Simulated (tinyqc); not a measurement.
# Inputs raised by 10 %, one at a time

Model: scattering of inversion-layer electrons by surface optical phonons of the gate insulator (remote phonon scattering). Computed by tinyqc, a small Python program. Command: `OMP_NUM_THREADS=1 python tinyqc.py 3112093 3112094 out.jsonl sophonon sens`. One thread of a shared host (Intel(R) Xeon(R) Processor @ 2.30GHz), about 0.03 s of CPU time with the checks.

One subband with the Fang-Howard envelope; insulator and channel are half-spaces, the gate is far away, and an interlayer only moves the polar surface away by t (its own modes and its permittivity contrast are left out).

Inputs (values chosen for the exercise, modelled on AlN on In0.53Ga0.47As): static constant of the insulator eps_0s = 9.14; intermediate constant eps_i = 7.43; optical constant eps_inf = 4.79; hbar omega_TO1 = 79.7 meV; hbar omega_TO2 = 89.7 meV; constant of the channel eps_s = 13.9; in-plane mass m = 0.0427 m_0; valleys g_v = 1; sheet density n = 7.9e+11 1/cm^2; mean distance of the electrons z0 = 3/b = 2.8 nm; interlayer thickness t = 0.5 nm; temperature T = 350 K; electron energy E = 110 meV; mobility from other processes = 1740 cm^2/(V s).

Screening by the channel electrons: none.

Constants: k_B = 8.617333262e-05 eV/K; hbar^2/(2 m_0) = 3.80998212 eV angstrom^2; e^2/(4 pi eps_0) = 14.39964548 eV angstrom; hbar = 6.582119569e-16 eV s; e = 1.602176634e-19 C; m_0 = 9.1093837015e-31 kg.

Method:
- eps(w) = eps_inf + (eps_0s - eps_i) w1^2/(w1^2 - w^2) + (eps_i - eps_inf) w2^2/(w2^2 - w^2). Surface modes solve eps(w) + eps_s = 0, a quadratic in w^2; the strength of a mode is g = 2/(w d eps/dw).
- Occupation N = 1/(exp(hbar w/(k_B T)) - 1).
- Density of states D = g_v m/(pi hbar^2); eta = E_F/(k_B T) = ln(exp(n/(D k_B T)) - 1); screening wave number q_s = e^2 D/(2 eps_0 eps_avg) x 1/(1 + exp(-eta)), eps_avg = (eps_s + eps_inf)/2; b = 3/z0.
- For a mode of strength g, without the occupation factor, Area x |M(q)|^2 = e^2 hbar w g/(2 eps_0 q) x (b/(b + q))^6 exp(-2 q t).
- Approximate momentum relaxation rate, taking tau v alike in the initial and final states: 1/tau = (m/(2 pi hbar^3)) sum over modes and over absorption (N, E' = E + hbar w) and emission (N + 1, E' = E - hbar w > 0) of [(1 - f(E'))/(1 - f(E))] int_0^(2 pi) Area |M(q)|^2 (1 - cos theta) d theta, q^2 = k^2 + k'^2 - 2 k k' cos theta, f the Fermi function; 48 midpoints in theta from 0 to pi.
- mu = (e/m) int tau E f (1 - f) dE/(k_B T int f dE), by 300 midpoints from 0 to (max(eta, 0) + 14) k_B T; Matthiessen sum with the other processes.

Runs; columns: (1) input moved; (2) from; (3) to; (4) remote-phonon mobility (cm^2/(V s)); (5) total mobility (cm^2/(V s)); (6) tau at E (fs); (7) loss of mobility (%):
```
(1)                                              (2)      (3)        (4)   (5)   (6)     (7)
base run                                           -        -  4.188e+05  1733  1482  0.4138
static constant of the insulator eps_0s         9.14   10.054  3.753e+05  1732  1274  0.4615
optical constant eps_inf                        4.79    5.269  4.621e+05  1733  1702  0.3751
hbar omega_TO2 (meV)                            89.7    98.67  4.940e+05  1734  1445  0.3510
in-plane mass m (m_0)                         0.0427  0.04697  4.260e+05  1733  1410  0.4068
mean distance of the electrons z0 = 3/b (nm)     2.8     3.08  4.946e+05  1734  1734  0.3505
temperature T (K)                                350      385  3.026e+05  1730  1309  0.5717
```

Exponents ln(y'/y) / ln(x'/x):
```
input                                    remote-phonon mobility  total mobility  tau at E  loss of mobility
static constant of the insulator eps_0s                  -1.150          -0.005    -1.587             1.145
optical constant eps_inf                                  1.033           0.004     1.458            -1.029
hbar omega_TO2                                            1.733           0.007    -0.263            -1.727
in-plane mass m                                           0.178           0.001    -0.519            -0.177
mean distance of the electrons z0 = 3/b                   1.746           0.007     1.653            -1.739
temperature T                                            -3.409          -0.017    -1.295             3.393
```

To which inputs is each result most sensitive?

Among the inputs moved here: remote-phonon mobility answers most in size to temperature T (exponent -3.409), next to mean distance of the electrons z0 = 3/b (+1.746). Total mobility answers most in size to temperature T (exponent -0.017), next to hbar omega_TO2 (+0.007). tau at E answers most in size to mean distance of the electrons z0 = 3/b (exponent +1.653), next to static constant of the insulator eps_0s (-1.587). Loss of mobility answers most in size to temperature T (exponent +3.393), next to mean distance of the electrons z0 = 3/b (-1.739).

Caution (all rows): a relaxation time is only an approximation for inelastic scattering, and static or no screening brackets the true dynamic screening only roughly.
